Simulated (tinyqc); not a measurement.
Junctionless gate-all-around wire, depletion approximation: two steps of the calculation.

A uniformly doped n-type wire of radius R under a surrounding gate; long channel. Below flat band a shell from radius rc to R is fully depleted and the neutral core, at channel potential V (0 at the source, Vd at the drain), carries the current with constant mobility; s = (rc/R)^2 is the share of the cross-section that conducts. The edge of the depleted shell is taken as abrupt, so there is no subthreshold current.

Values chosen for this exercise; material values those of a made-up semiconductor: wire radius R = 10 nm; donor density Nd = 9.7e18 cm^-3; flat-band voltage Vfb = 0.74 V; effective mobility in the wire mu = 50 cm^2/(V s); gate length L = 0.5 um; gate voltage Vg = 0.39 V; drain voltage Vd = 1 V.

Constants: q = 1.602176634e-19 C. Results are converted to the units shown.

Problem 1. Conducting share at the source by Newton steps. With V = 0: f = A (1 - s + s ln s) + B (1 - s) - (Vfb - Vg); f' = A ln s - B; s(new) = s - f/f'.

s at the start = 0.2
A = 0.43020280 V
B = 0.33504337 V

Give: f; f'; s after iteration 1.

Solution 1.

f = 0.1237 V
f' = -1.027 V
s after iteration 1 = 0.3204

Problem 2. Core radius, conductance and current. s solves Vfb - Vg + V = A (1 - s + s ln s) + B (1 - s), and s = 0 where the left side exceeds A + B. I = (q mu Nd pi R^2/L)[g(s0) - g(sL)], g = A (s^2/4 - (s^2/2) ln s) + B s^2/2, with s0 at V = 0 and sL at V = Vd. rc = R sqrt(s0); the small-signal conductance at Vd = 0 is q mu Nd pi R^2 s0/L.

s0 = 0.33658826
sL = 0
A = 0.43020280 V
B = 0.33504337 V

Find: rc at the source; conductance; I.

Solution 2.

rc at the source = 5.8016 nm
conductance = 1.6434 uS
I = 0.28171 uA

The drain end is pinched off, so the current is saturated.

Numbers from tinyqc (`OMP_NUM_THREADS=1 python tinyqc.py 2460105 2460106 out.jsonl`; about 0.01 s on one thread of a shared Intel Xeon 2.30GHz).
